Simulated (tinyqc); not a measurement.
Schottky barrier on an n-type semiconductor with a doping step, non-linear Poisson equation by Newton steps: Capacitance-voltage profiling.

One dimension, metal at x = 0, donor density C(x) = N1 for x < x1 and Nd beyond. Energies are counted from the electron Fermi level of the semiconductor and the conduction-band edge is Ec = -psi, so n = Nc exp(psi/Vt); holes follow the Fermi level of the metal, at -V, so p = Nv exp((V - psi - Eg)/Vt). Ends: psi(0) = V - phiB and psi = Vt ln(Nd/Nc) deep inside. Boltzmann statistics, full ionisation, no current, no image force in the Poisson equation.

The Poisson equation d/dx(eps0 eps_r dpsi/dx) = -q (p - n + C) is solved on a mesh of about 1000 nodes or more that ends in neutral material. C_s = q d/dV of the integral of n over x, from the linearised equation. Probed depth w = eps0 eps_r/C_s; apparent doping N_app = C_s^3/(q eps0 eps_r dC_s/dV), the derivative by central differences over +/- 0.02 V.

Values chosen for this exercise; band and dielectric values close to those of silicon: temperature T = 300 K; band gap Eg = 1.12 eV; relative permittivity eps_r = 11.5; conduction-band density of states at T Nc = 2.79e19 cm^-3; valence-band density of states at T Nv = 2.67e19 cm^-3; donor density deep in the semiconductor Nd = 4.3e16 cm^-3; barrier height phiB = 0.55 eV; depth of the doping step x1 = 97 nm; donor density above the step N1 = 2.2e15 cm^-3.

Constants: q = 1.602176634e-19 C, kB = 1.380649e-23 J/K, Vt = kB T/q, eps0 = 8.8541878128e-14 F/cm where lengths are in cm. Results are converted to the units shown.

The same in every row: true C(w) (cm^-3) = 4.30e16.

Capacitance-voltage profiling:

| V (V) | C_s (nF/cm^2) | w (nm) | N_app (cm^-3) | \|E_0\| (kV/cm) |
|---|---|---|---|---|
| 0 | 73.2 | 139 | 4.06e16 | 32.1 |
| -0.3 | 60.5 | 168 | 4.30e16 | 51.6 |
| -0.6 | 52.8 | 193 | 4.30e16 | 68.2 |
| -0.9 | 47.4 | 215 | 4.30e16 | 83.0 |
| -1.2 | 43.4 | 234 | 4.30e16 | 96.3 |
| -1.5 | 40.3 | 253 | 4.30e16 | 109 |
| -1.8 | 37.8 | 270 | 4.30e16 | 120 |
| -2.1 | 35.7 | 286 | 4.30e16 | 131 |
| -2.4 | 33.9 | 301 | 4.30e16 | 141 |
| -2.7 | 32.3 | 315 | 4.30e16 | 151 |
| -3 | 31.0 | 329 | 4.30e16 | 160 |

C_s falls from 73.2 to 31.0 nF/cm^2 while the probed depth goes from 139 to 329 nm. The apparent doping rises from 4.06e16 to 4.30e16 cm^-3. It departs most from the true doping at that depth for V = 0 V, where it is 5.6 % below it; the method senses the electrons at the edge of the depleted layer, which are smeared over a few Debye lengths (LD = 20 nm at Nd), so it cannot follow a doping that changes on that scale.

Program tinyqc, `OMP_NUM_THREADS=1 python tinyqc.py 2020173 2020174 out.jsonl`; Intel Xeon 2.30GHz, shared host, one thread, about 0.09 s.
